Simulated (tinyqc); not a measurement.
From isolated dopants to a band: overlap of hydrogenic dopants: pairs, impurity band and the Mott density.

Ry* = Ry m/eps^2, aB = a0 eps/m. For 1s orbitals a distance rho = R/aB apart, in Ry*: overlap S = exp(-rho)(1 + rho + rho^2/3), J = (2/rho)(1 - (1 + rho) exp(-2 rho)) (attraction to the other ion), Kx = 2 (1 + rho) exp(-rho) (exchange of one electron). One electron on a pair has E = -1 - (J +/- Kx)/(1 +/- S), without the repulsion 2/rho of the ions. Hopping after orthogonalisation: t = (Kx - S J)/(1 - S^2), half the splitting. Dopants on a lattice with z neighbours, n = (3 sqrt3/4)/R^3 (bcc), give a band of width B = 2 z t, as on any lattice of two interpenetrating sublattices. Valleys, central cells and disorder are left out.

Constants: Ry = 13.60569312 eV; a0 (Bohr radius) = 0.5291772105 angstrom.

Parameters, chosen for this exercise (an isotropic mass and dielectric constant of the size used for donors in Ge; shifted at random, so the results belong to these values and not to a real crystal): m = 0.116 m0 (mass); eps = 16 (dielectric constant); z = 8 (neighbours in the dopant lattice); u = 0.945 Ry* (cost of a second electron on one dopant).

The distance R/aB is varied; density from the lattice formula.

Against distance:
```
R/aB  n (1/cm^3)  n^(1/3) aB       S  t (meV)  B (meV)    B/u
10.0    3.34e+15       0.109  0.0020   0.0037    0.059  0.010
8.0     6.52e+15       0.136  0.0102   0.0215    0.345  0.059
7.0     9.74e+15       0.156  0.0222   0.0509    0.814  0.140
6.0     1.55e+16       0.182  0.0471   0.1174    1.879  0.322
5.0     2.67e+16       0.218  0.0966   0.2628    4.205  0.722
4.5     3.67e+16       0.242  0.1361   0.3879    6.207  1.065
4.0     5.22e+16       0.273  0.1893   0.5671    9.073  1.557
3.5     7.79e+16       0.312  0.2592   0.8213   13.141  2.256
3.0     1.24e+17       0.364  0.3485   1.1808   18.892  3.243
```

critical densities (1/cm^3): B = u 3.47e+16, B = (2/sqrt3) u 3.94e+16, n^(1/3) aB = 0.26 4.52e+16

From R = 10 to 5 aB the density rises eightfold and the band widens by a factor 72, since t falls about as R exp(-R/aB). B passes u at 3.5e+16/cm^3, n^(1/3) aB = 0.238; the screening rule gives a density 1.30 times that. An ordered lattice overstates the ease of conduction, as random spacing localises the tails, and below R = 4 aB (S above 0.19) nearest-neighbour hopping alone is no longer enough.

Run: tinyqc, `OMP_NUM_THREADS=1 python tinyqc.py 1452062 1452063 out.jsonl`; Intel(R) Xeon(R) Processor @ 2.30GHz, one thread, shared host; about 0.01 s of CPU time with all checks.
